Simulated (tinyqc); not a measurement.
## Bandgap voltage reference from two bipolar transistors: output against temperature

Two transistors of area 1 and N carry the same current I. Is(T) = Is (T/T0)^eta exp[(Vg0 q/kB)(1/T0 - 1/T)], VBE1 = Vt ln(I/Is(T)) + I rb, VBE2 = Vt ln(I/(N Is(T))) + I rb/N. The amplifier forces I R1(T) = VBE1 - VBE2 + Vos, with R(T) = R (1 + tc (T - T0)) for both resistors, and the output is Vref = VBE1 + I R2(T). Base currents and the Early effect are neglected.

Vt = kB T/q; I = (Vt ln N + Vos)/(R1(T) - rb (1 - 1/N)).

Inputs (values chosen for the exercise); values of the order met in silicon bipolar transistors: reference temperature T0 = 300 K; band-gap voltage extrapolated to 0 K Vg0 = 1.202 V; temperature exponent of the saturation current eta = 3.5; saturation current of the unit transistor at T0 Is = 1.1e-18 A; area ratio of the second transistor N = 15; resistor across which the difference of VBE falls, at T0 R1 = 30 kohm; temperature coefficient of both resistors tc = 0 ppm/K; offset of the amplifier Vos = 2.9 mV; series resistance of the unit transistor rb = 0 ohm; output resistor at T0 R2 = 242 kohm.

Constants: q = 1.602176634e-19 C, kB = 1.380649e-23 J/K. Results are converted to the units shown.

Output against temperature:

| T (K) | I (uA) | VBE1 (V) | I R2 (V) | Vref (V) | Vref - Vref(T0) (mV) | dVref/dT (uV/K) |
|---|---|---|---|---|---|---|
| 218 | 1.792 | 0.8778 | 0.4338 | 1.312 | -11.39 | 175.1 |
| 233 | 1.909 | 0.8521 | 0.4620 | 1.314 | -8.870 | 160.8 |
| 253 | 2.065 | 0.8175 | 0.4997 | 1.317 | -5.834 | 143.0 |
| 273 | 2.220 | 0.7825 | 0.5373 | 1.320 | -3.140 | 126.6 |
| 298 | 2.415 | 0.7384 | 0.5844 | 1.323 | -0.2140 | 107.7 |
| 323 | 2.609 | 0.6938 | 0.6314 | 1.325 | 2.259 | 90.37 |
| 348 | 2.804 | 0.6488 | 0.6785 | 1.327 | 4.315 | 74.30 |
| 373 | 2.998 | 0.6034 | 0.7255 | 1.329 | 5.983 | 59.35 |
| 398 | 3.193 | 0.5576 | 0.7726 | 1.330 | 7.290 | 45.36 |
| 423 | 3.387 | 0.5115 | 0.8197 | 1.331 | 8.259 | 32.24 |

What does the table show?

VBE1 falls by 1.79 mV/K on average and I R2 rises by 1.88 mV/K. The slope of Vref vanishes at T = 491 K. Between 233 and 398 K Vref spans 16.2 mV, or 74.0 ppm/K by the box method (span over the average over T, over 165 K).

Computed by the program tinyqc: `OMP_NUM_THREADS=1 python tinyqc.py 2062132 2062133 out.jsonl`, one thread of a shared Intel Xeon 2.30GHz, about 0.03 s for the whole run.
